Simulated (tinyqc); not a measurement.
Off-state leakage of single and stacked transistors: leakage components against the body voltage.

n-channel devices of unit width. Subthreshold current I(Vg, Vs, Vd) = I0 (T/300 K)^0.5 exp[(Vg - Vs - VT(T) - gb (Vs - Vb) + dd (Vd - Vs))/(nf Vt)] (1 - exp(-(Vd - Vs)/Vt)), VT(T) = VT - cT (T - 300 K). Gate-edge tunnelling Ig (Vd/1 V) exp(ag (Vd - 1 V)), for a gate at 0 V, and band-to-band leakage Ab u exp(-Bb/u), u = Vd - Vb + 1 V, flow at a drain held at V; both are taken as independent of T. In a stack of off transistors (all gates at 0 V) the same subthreshold current passes through each.

One transistor with Vg = Vs = 0, Vd = V; stack factor I(one)/I(two in series).

Parameters, values chosen for the exercise; values of the order met in bulk silicon logic transistors:
- T = 398 K (temperature)
- V = 1 V (supply voltage)
- VT = 0.38 V (threshold at 300 K, zero drain and body bias)
- cT = 0.6 mV/K (fall of the threshold with temperature)
- I0 = 0.12 uA/um (current at threshold at 300 K)
- nf = 1.34 (slope factor)
- dd = 0.06 (drain-induced lowering per volt)
- gb = 0.2 (rise of the threshold per volt of source-body bias)
- Ig = 6e-6 uA/um (gate-edge tunnelling current at 1 V)
- ag = 5.7 1/V (exponential slope of the gate current)
- Ab = 10 uA/(um V) (prefactor of band-to-band leakage at the drain)
- Bb = 30 V (its exponential voltage)

Constants: q = 1.602176634e-19 C, kB = 1.380649e-23 J/K, Vt = kB T/q. Results are converted to the units shown.

The same in every row: gate edge (nA/um) = 0.0060000; stack factor = 4.3510.

Leakage components against the body voltage:

| Vb (V) | subthreshold (nA/um) | band-to-band (nA/um) | total (nA/um) | largest part |
|---|---|---|---|---|
| 0.2 | 1.1227 | 0.0010400 | 1.1297 | subthreshold |
| 0 | 0.47019 | 0.0061180 | 0.48230 | subthreshold |
| -0.2 | 0.19691 | 0.026316 | 0.22923 | subthreshold |
| -0.4 | 0.082468 | 0.089440 | 0.17791 | band-to-band |
| -0.6 | 0.034537 | 0.25344 | 0.29398 | band-to-band |
| -0.8 | 0.014464 | 0.62230 | 0.64277 | band-to-band |
| -1 | 0.0060577 | 1.3620 | 1.3741 | band-to-band |
| -1.2 | 0.0025370 | 2.7142 | 2.7227 | band-to-band |
| -1.4 | 0.0010625 | 5.0057 | 5.0128 | band-to-band |

As Vb goes from 0.2 to -1.4, the total leakage goes from 1.13 through a minimum of 0.178 (at Vb = -0.4 among the rows listed) to 5.01 nA/um. The subthreshold part leads at Vb = 0.2, the band-to-band part from -0.4 on. The exact minimum lies at Vb = -0.363 V: reverse body bias lowers the subthreshold part by a decade every nf Vt ln 10/gb = 0.529 V but raises the band-to-band part. The reduction by a stack of two stays at 4.35, for the subthreshold part alone. For Vb = 0.2 the body is forward biased; the junction current, left out, is still small at this voltage.

Program tinyqc, `OMP_NUM_THREADS=1 python tinyqc.py 2242007 2242008 out.jsonl`; Intel Xeon 2.30GHz, shared host, one thread, about 0.03 s.
